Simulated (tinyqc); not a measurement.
Inside a calculation. Method: UHF in the sto-6g basis, for BeH2, spin multiplicity 1. One step of it, computed by the program tinyqc.

Task: Iteration 2: building the Fock matrix. J_ij = sum D_kl (ij|kl) with D = D(alpha) + D(beta), K_ij = sum D_kl (ik|jl) for each spin; F = H + J - K(s); E = tr D H + tr D J / 2 - 0.5 sum_s tr D(s) K(s) + E_nn.

D(alpha) after iteration 1, lower triangle:
```
            1Be 1s     1Be 2s    1Be 2px    1Be 2py    1Be 2pz      2H 1s     3H 1s
1Be 1s    1.030955
1Be 2s   -0.098860   0.354746
1Be 2px  -0.020699   0.062597   0.012497
1Be 2py  -0.001540   0.001095  -0.019696   0.274623
1Be 2pz   0.000673  -0.002036  -0.000407   0.000641   0.000013
2H 1s    -0.084783   0.228298   0.025174   0.210279  -0.000819   0.307264
3H 1s    -0.083562   0.229059   0.055914  -0.212289  -0.001819  -0.014718  0.313530
```

D(beta) after iteration 1, lower triangle:
```
            1Be 1s     1Be 2s    1Be 2px    1Be 2py   1Be 2pz      2H 1s     3H 1s
1Be 1s    1.030955
1Be 2s   -0.098860   0.354746
1Be 2px   0.020699  -0.062597   0.012497
1Be 2py  -0.001540   0.001095   0.019696   0.274623
1Be 2pz  -0.000673   0.002036  -0.000407  -0.000641  0.000013
2H 1s    -0.084783   0.228298  -0.025174   0.210279  0.000819   0.307264
3H 1s    -0.083562   0.229059  -0.055914  -0.212289  0.001819  -0.014718  0.313530
```

core Hamiltonian H = T + V (hartree), lower triangle:
```
            1Be 1s     1Be 2s    1Be 2px    1Be 2py    1Be 2pz      2H 1s      3H 1s
1Be 1s   -8.658209
1Be 2s   -2.039548  -2.761388
1Be 2px   0.000000   0.000000  -2.253644
1Be 2py  -0.001015  -0.005512   0.000000  -2.453170
1Be 2pz   0.000000   0.000000   0.000000   0.000000  -2.253644
2H 1s    -0.444818  -1.110448   0.000000  -1.194680   0.000000  -2.090069
3H 1s    -0.398409  -1.046846   0.000000   1.143324   0.000000  -0.077729  -2.044551
```

Two-electron integrals (ij|kl) in chemists' order, unique and non-zero (hartree):
```
(11|11) 2.299996    (21|11) 0.361879    (21|21) 0.071926    (22|11) 0.570332
(22|21) 0.139654    (22|22) 0.417773    (31|31) 0.015252    (32|31) 0.022555
(32|32) 0.092340    (33|11) 0.570332    (33|21) 0.139654    (33|22) 0.417773
(33|33) 0.450117    (41|41) 0.015252    (42|41) 0.022555    (42|42) 0.092340
(43|43) 0.024258    (44|11) 0.570332    (44|21) 0.139654    (44|22) 0.417773
(44|33) 0.401601    (44|44) 0.450117    (51|51) 0.015252    (52|51) 0.022555
(52|52) 0.092340    (53|53) 0.024258    (54|54) 0.024258    (55|11) 0.570332
(55|21) 0.139654    (55|22) 0.417773    (55|33) 0.401601    (55|44) 0.401601
(55|55) 0.450117    (61|11) 0.080232    (61|21) 0.015487    (61|22) 0.029955
(61|33) 0.029708    (61|41) 0.001533    (61|42) 0.002974    (61|44) 0.030449
(61|55) 0.029708    (61|61) 0.003527    (62|11) 0.192891    (62|21) 0.047983
(62|22) 0.156266    (62|33) 0.150372    (62|41) 0.006694    (62|42) 0.039416
(62|44) 0.168053    (62|55) 0.150372    (62|61) 0.011428    (62|62) 0.087124
(63|31) 0.004622    (63|32) 0.021049    (63|43) 0.006834    (63|63) 0.007978
(64|11) 0.207575    (64|21) 0.052289    (64|22) 0.177939    (64|33) 0.167488
(64|41) 0.010822    (64|42) 0.061431    (64|44) 0.198841    (64|55) 0.167488
(64|61) 0.013066    (64|62) 0.112870    (64|64) 0.150936    (65|51) 0.004622
(65|52) 0.021049    (65|54) 0.006834    (65|65) 0.007978    (66|11) 0.359922
(66|21) 0.091351    (66|22) 0.332155    (66|33) 0.308222    (66|41) 0.014971
(66|42) 0.113286    (66|44) 0.380022    (66|55) 0.308222    (66|61) 0.022509
(66|62) 0.235507    (66|64) 0.323823    (66|66) 0.774999    (71|11) 0.071762
(71|21) 0.013860    (71|22) 0.026838    (71|33) 0.026616    (71|41) -0.001373
(71|42) -0.002676   (71|44) 0.027281    (71|55) 0.026616    (71|61) 0.002857
(71|62) 0.008471    (71|64) 0.008874    (71|66) 0.015907    (71|71) 0.002825
(72|11) 0.180556    (72|21) 0.044962    (72|22) 0.147393    (72|33) 0.141742
(72|41) -0.006257   (72|42) -0.037498   (72|44) 0.158694    (72|55) 0.141742
(72|61) 0.008864    (72|62) 0.042596    (72|64) 0.044211    (72|66) 0.084933
(72|71) 0.009603    (72|72) 0.078918    (73|31) 0.004225    (73|32) 0.019497
(73|43) -0.006417   (73|63) 0.003011    (73|73) 0.007016    (74|11) -0.197041
(74|21) -0.049667   (74|22) -0.170026   (74|33) -0.160044   (74|41) 0.010084
(74|42) 0.058356    (74|44) -0.189989   (74|55) -0.160044   (74|61) -0.009433
(74|62) -0.044998   (74|64) -0.045040   (74|66) -0.088572   (74|71) -0.011109
(74|72) -0.103391   (74|74) 0.139498    (75|51) 0.004225    (75|52) 0.019497
(75|54) -0.006417   (75|65) 0.003011    (75|75) 0.007016    (76|11) 0.013034
(76|21) 0.003158    (76|22) 0.009456    (76|33) 0.009270    (76|41) -0.000006
(76|42) -0.000041   (76|44) 0.009828    (76|55) 0.009270    (76|61) 0.000682
(76|62) 0.003706    (76|64) 0.004327    (76|66) 0.008358    (76|71) 0.000612
(76|72) 0.003547    (76|74) -0.004212   (76|76) 0.000220    (77|11) 0.348611
(77|21) 0.088537    (77|22) 0.324579    (77|33) 0.301324    (77|41) -0.014151
(77|42) -0.110037   (77|44) 0.371091    (77|55) 0.301324    (77|61) 0.017252
(77|62) 0.088311    (77|64) 0.090578    (77|66) 0.177978    (77|71) 0.019516
(77|72) 0.223083    (77|74) -0.309697   (77|76) 0.008358    (77|77) 0.774999
```

nuclear repulsion = 3.02667783 hartree

Give: Coulomb J; exchange K(alpha); exchange K(beta); F(alpha); F(beta); total energy of this density.

Result:

Coulomb J (hartree), lower triangle:
```
         1Be 1s  1Be 2s  1Be 2px  1Be 2py  1Be 2pz   2H 1s   3H 1s
1Be 1s   6.4028
1Be 2s   1.1698  2.6168
1Be 2px  0.0000  0.0000   2.5518
1Be 2py  0.0012  0.0045   0.0000   2.7481
1Be 2pz  0.0000  0.0000   0.0000   0.0000   2.5506
2H 1s    0.2580  1.0307   0.0000   1.2041   0.0000  2.3734
3H 1s    0.2307  0.9715   0.0000  -1.1491   0.0000  0.0617  2.3317
```

exchange K(alpha) (hartree), lower triangle:
```
         1Be 1s   1Be 2s  1Be 2px  1Be 2py  1Be 2pz   2H 1s   3H 1s
1Be 1s   2.3205
1Be 2s   0.3761   0.4272
1Be 2px  0.0006   0.0419   0.0835
1Be 2py  0.0000   0.0065  -0.0133   0.4749
1Be 2pz  0.0000  -0.0014  -0.0002   0.0004   0.0782
2H 1s    0.0868   0.2893   0.0152   0.3278  -0.0005  0.5516
3H 1s    0.0777   0.2763   0.0303  -0.3162  -0.0010  0.0089  0.5402
```

exchange K(beta) (hartree), lower triangle:
```
          1Be 1s   1Be 2s  1Be 2px  1Be 2py  1Be 2pz   2H 1s   3H 1s
1Be 1s    2.3205
1Be 2s    0.3761   0.4272
1Be 2px  -0.0006  -0.0419   0.0835
1Be 2py   0.0000   0.0065   0.0133   0.4749
1Be 2pz   0.0000   0.0014  -0.0002  -0.0004   0.0782
2H 1s     0.0868   0.2893  -0.0152   0.3278   0.0005  0.5516
3H 1s     0.0777   0.2763  -0.0303  -0.3162   0.0010  0.0089  0.5402
```

F(alpha) (hartree), lower triangle:
```
          1Be 1s   1Be 2s  1Be 2px  1Be 2py  1Be 2pz    2H 1s    3H 1s
1Be 1s   -4.5759
1Be 2s   -1.2459  -0.5718
1Be 2px  -0.0006  -0.0419   0.2146
1Be 2py   0.0001  -0.0075   0.0133  -0.1800
1Be 2pz   0.0000   0.0014   0.0001  -0.0004   0.2187
2H 1s    -0.2735  -0.3690  -0.0152  -0.3183   0.0005  -0.2683
3H 1s    -0.2455  -0.3516  -0.0303   0.3105   0.0010  -0.0249  -0.2530
```

F(beta) (hartree), lower triangle:
```
          1Be 1s   1Be 2s  1Be 2px  1Be 2py  1Be 2pz    2H 1s    3H 1s
1Be 1s   -4.5759
1Be 2s   -1.2459  -0.5718
1Be 2px   0.0006   0.0419   0.2146
1Be 2py   0.0001  -0.0075  -0.0133  -0.1800
1Be 2pz   0.0000  -0.0014   0.0001   0.0004   0.2187
2H 1s    -0.2735  -0.3690   0.0152  -0.3183  -0.0005  -0.2683
3H 1s    -0.2455  -0.3516   0.0303   0.3105  -0.0010  -0.0249  -0.2530
```

total energy of this density = -15.690802 hartree
